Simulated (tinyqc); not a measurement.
Inputs raised by 2 %, one at a time: three-phonon processes in a diatomic chain: dispersion, energy and momentum conservation, and decay channels of optical phonons. Computed by tinyqc, a small Python program. Command: `OMP_NUM_THREADS=1 python tinyqc.py 3121137 3121138 out.jsonl threeph sens`. One thread of a shared host (Intel(R) Xeon(R) Processor @ 2.30GHz), about 0.01 s of CPU time with the checks.

Cell length a, two atoms, one spring constant. x = q a/pi runs from -1 to 1; A and O are the acoustic and optical branches. Matrix elements are not computed: only conservation laws and occupation factors are followed.

Inputs (values chosen for the exercise, for a model chain):
```
quantity,value,unit
light mass m,28.1,u
heavy mass M,57.6,u
spring constant k,7.6,eV/angstrom^2
temperature T,800,K
zero-temperature width Gamma_0,0.34,1/cm
```

Constants: nu for 1 eV/(angstrom^2 u) = 15.6333042 THz; h x 1 THz = 4.135667696 meV; k_B = 8.617333262e-05 eV/K; c = 299792458 m/s.

Method:
- omega^2 = k (1/m + 1/M) -/+ k sqrt((1/m + 1/M)^2 - 4 sin^2(pi x/2)/(m M)); nu = 15.6333042 THz x sqrt(omega^2) for eV/(angstrom^2 u).
- Acoustic top sqrt(2 k/M), optical bottom sqrt(2 k/m), optical top sqrt(2 k (1/m + 1/M)).
- O(0) -> A(x) + A(-x) needs nu_A(x) = nu_O(0)/2, which gives sin^2(pi x/2) = (3/16)(m + M)^2/(m M). Full width at half maximum Gamma = Gamma_0 (1 + 2 n), n = 1/(exp(h nu_A/(k_B T)) - 1); lifetime = 1/(2 pi c Gamma).

Runs:
```
input moved,from,to,width Gamma (1/cm),optical top (THz),x of the products,optical top over twice the acoustic top
base run,-,-,1.640,14.02,0.7475,0.8732
light mass m (u),28.1,28.662,1.651,13.93,0.7425,0.8674
heavy mass M (u),57.6,58.752,1.645,13.98,0.7529,0.8790
spring constant k (eV/angstrom^2),7.6,7.752,1.625,14.16,0.7475,0.8732
temperature T (K),800,816,1.672,14.02,0.7475,0.8732
zero-temperature width Gamma_0 (1/cm),0.34,0.3468,1.673,14.02,0.7475,0.8732
```

Exponents ln(y'/y) / ln(x'/x):
```
input,width Gamma,optical top,x of the products,optical top over twice the acoustic top
light mass m,0.325,-0.335,-0.343,-0.335
heavy mass M,0.158,-0.163,0.357,0.337
spring constant k,-0.485,0.500,0.000,0.000
temperature T,0.972,0.000,0.000,0.000
zero-temperature width Gamma_0,1.000,0.000,0.000,0.000
```

Among the inputs moved here: width Gamma answers most in size to zero-temperature width Gamma_0 (exponent +1.000), next to temperature T (+0.972). Its exponent +0.972 in temperature T: the classical limit, n = k_B T/(h nu). Optical top answers most in size to spring constant k (exponent +0.500), next to light mass m (-0.335); its exponent is below 0.0005 for temperature T, zero-temperature width Gamma_0. Its exponent +0.500 in spring constant k: frequencies go as sqrt(k). x of the products answers most in size to heavy mass M (exponent +0.357), next to light mass m (-0.343); its exponent is below 0.0005 for spring constant k, temperature T, zero-temperature width Gamma_0. Optical top over twice the acoustic top answers most in size to heavy mass M (exponent +0.337), and about equally to light mass m (-0.335); its exponent is below 0.0005 for spring constant k, temperature T, zero-temperature width Gamma_0.
